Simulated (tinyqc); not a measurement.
Worked calculation: shallow donor in effective-mass theory, with valley-orbit splitting. Values are carried at full precision from step to step, so a last printed digit may differ when a step is redone from the rounded ones.

Constants: Ry = 13.60569312 eV; a0 (Bohr radius) = 0.5291772105 angstrom; hbar^2/2m0 = 3.80998211 eV angstrom^2; e^2/(4 pi eps0) = 14.39964547 eV angstrom.

Values chosen for the exercise (near those of a group-V donor in Si; not measured data): ml = 0.905 m0 (longitudinal mass); mt = 0.184 m0 (transverse mass); eps = 11.8 (dielectric constant); a = 24.3 angstrom (trial radius across the axis); b = 16.4 angstrom (trial radius along the axis); E0 = -28.3 meV (single-valley level); D0 = 3.95 meV (central-cell shift); D1 = 2.18 meV (coupling of perpendicular valleys); D2 = 1.53 meV (coupling of opposite valleys); Ds = -14.1 meV (strain splitting: z valleys less the others).

## Hydrogen-like estimates

Ry* = Ry m/eps^2 and a* = a0 eps/m for four choices of one mass: mt, the conductivity mass 3/(1/ml + 2/mt), the density-of-states mass (ml mt^2)^(1/3), and ml.

Estimates:
```
mass               m (m0)  Ry* (meV)  a* (angstrom)
mt                 0.1840      17.98          33.94
conductivity       0.2505      24.48          24.92
density of states  0.3129      30.58          19.96
ml                 0.9050      88.43           6.90
```

## Energy of one trial function

One valley: H = -c [(d2/dx2 + d2/dy2)/mt + (d2/dz2)/ml] - q/(eps r), c = hbar^2/2m0, q = e^2/(4 pi eps0). Trial function exp(-sqrt((x^2 + y^2)/a^2 + z^2/b^2)) with a > b: T = (c/3)(2/(mt a^2) + 1/(ml b^2)), V = -(q/eps) atan(u/b)/u, u = sqrt(a^2 - b^2). The central cell of the impurity is left out.

Evaluate T, V and E. Scaling both radii by f changes T to T/f^2 and V to V/f, so the best factor is f = -2T/V, with energy -V^2/(4T).

T = 28.595 meV
V = -56.484 meV
E = -27.888 meV
best scale factor = 1.0125
energy after scaling = -27.893 meV

The virial ratio -V/T is 1.975; it is 2 at the best scale. Scaling gains 0.004 meV.

## Scan over the shape

For each ratio b/a = 0.2, 0.3, ..., 0.9 the best scale follows from a = -2 T1/V1, with T1 and V1 taken at a = 1 angstrom.

Scan:
```
b/a  a (angstrom)  b (angstrom)  E (meV)
0.2         57.33         11.47  -14.876
0.3         36.30         10.89  -22.309
0.4         29.25         11.70  -26.385
0.5         26.32         13.16  -28.034
0.6         25.03         15.02  -28.256
0.7         24.53         17.17  -27.707
0.8         24.45         19.56  -26.769
0.9         24.61         22.15  -25.655
```

The best listed ratio is 0.6; (mt/ml)^(1/2) = 0.45 and (mt/ml)^(1/3) = 0.59 are common guesses.

## The minimum

Minimise over a and b. The Mott estimate n_c = (0.25/a_m)^3 uses a_m = (a^2 b)^(1/3); 1/angstrom^3 = 1e24/cm^3.

a = 25.31 angstrom
b = 14.43 angstrom
E = -28.293 meV
a_m = 20.99 angstrom
n_c = 1.69 x 1e18/cm^3

b/a = 0.570. The binding energy is 1.574 times Ry*(mt). The central cell of a real donor shrinks the orbit and raises n_c (3.7 x 1e18/cm^3 for P in Si).

## The valley-orbit matrix

Basis: the 1s envelopes of the valleys +x, -x, +y, -y, +z, -z. Diagonal E0 - D0, element -D2 between opposite valleys and -D1 between perpendicular ones. Strain along [001] adds 2 Ds/3 to the z valleys and -Ds/3 to the others.

Fill it in with the strain.

H (meV):
```
         +x       -x       +y       -y       +z       -z
+x  -27.550   -1.530   -2.180   -2.180   -2.180   -2.180
-x   -1.530  -27.550   -2.180   -2.180   -2.180   -2.180
+y   -2.180   -2.180  -27.550   -1.530   -2.180   -2.180
-y   -2.180   -2.180   -1.530  -27.550   -2.180   -2.180
+z   -2.180   -2.180   -2.180   -2.180  -41.650   -1.530
-z   -2.180   -2.180   -2.180   -2.180   -1.530  -41.650
```

## Levels and ground state

Diagonalise. For the lowest state give the amplitudes (positive) and (sum of amplitudes)^2/6, the contact density relative to no strain.

levels (meV): -46.167  -40.120  -30.453  -26.020  -26.020  -24.720

amplitudes: +x 0.2180, -x 0.2180, +y 0.2180, -y 0.2180, +z 0.6364, -z 0.6364

relative contact density = 0.7666

The z valleys hold 81.0 % of the ground state, against 33.3 % without strain.

## Checks

- Energy from 21 anisotropic Gaussians against the two-parameter function, meV: -28.33 against -28.29.
- Unstrained levels against E0 - D0 - 4 D1 - D2 (A1), E0 - D0 + D2 (T2, threefold) and E0 - D0 + 2 D1 - D2 (E, twofold): they agree to 1e-10 or better.

Run: tinyqc, `OMP_NUM_THREADS=1 python tinyqc.py 1250002 1250003 out.jsonl`; Intel(R) Xeon(R) Processor @ 2.30GHz, one thread, shared host; about 0.01 s of CPU time with all checks.
